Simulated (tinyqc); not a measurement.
Inside a calculation. Method: plane-wave Kohn-Sham cycle with exchange-only LDA in a layered model solid. One step of it, computed by the program tinyqc.

Question. Iteration 2: potential. V_H(G) = 4 pi rho(G)/G^2 for G != 0 (uniform background); v_x = -(3 rho/pi)^(1/3); V = V_ext + V_H + v_x; Fourier components f(G_m) = (1/N) sum_j f(x_j) exp(-i G_m x_j).

A solid whose potential varies along x alone (atomic units):
```
parameter,value
period a,10.000000
cross-section of the cell,17.000000
electrons per cell,4
grid points,16
"plane waves -n..n, n",2
k points,3
V1 in V1 cos(2 pi x/a),-0.550000
```

density after iteration 1 (e/bohr^3): 0.02885960  0.02969764  0.03036956  0.02819370  0.02363680  0.01950159  0.01737458  0.01672473  0.01661381  0.01672473  0.01737458  0.01950159  0.02363680  0.02819370  0.03036956  0.02969764

Give: Potentials on the grid; V(G_m), m = 0, 1, 2, ....

Answer.

Potentials on the grid (hartree):
```
x,V_ext,V_H,v_x,V
0.0000,-0.5500,0.2340,-0.3021,-0.6180
0.6250,-0.5081,0.2205,-0.3050,-0.5925
1.2500,-0.3889,0.1768,-0.3072,-0.5193
1.8750,-0.2105,0.1008,-0.2997,-0.4094
2.5000,0,0.0029,-0.2826,-0.2797
3.1250,0.2105,-0.0957,-0.2651,-0.1503
3.7500,0.3889,-0.1755,-0.2551,-0.0416
4.3750,0.5081,-0.2256,-0.2518,0.0307
5.0000,0.5500,-0.2425,-0.2513,0.0562
5.6250,0.5081,-0.2256,-0.2518,0.0307
6.2500,0.3889,-0.1755,-0.2551,-0.0416
6.8750,0.2105,-0.0957,-0.2651,-0.1503
7.5000,0,0.0029,-0.2826,-0.2797
8.1250,-0.2105,0.1008,-0.2997,-0.4094
8.7500,-0.3889,0.1768,-0.3072,-0.5193
9.3750,-0.5081,0.2205,-0.3050,-0.5925
```

V(G_m), m = 0, 1, 2, ... (hartree): -0.2804  -0.1687  -0.0003  0.0002  0.0000
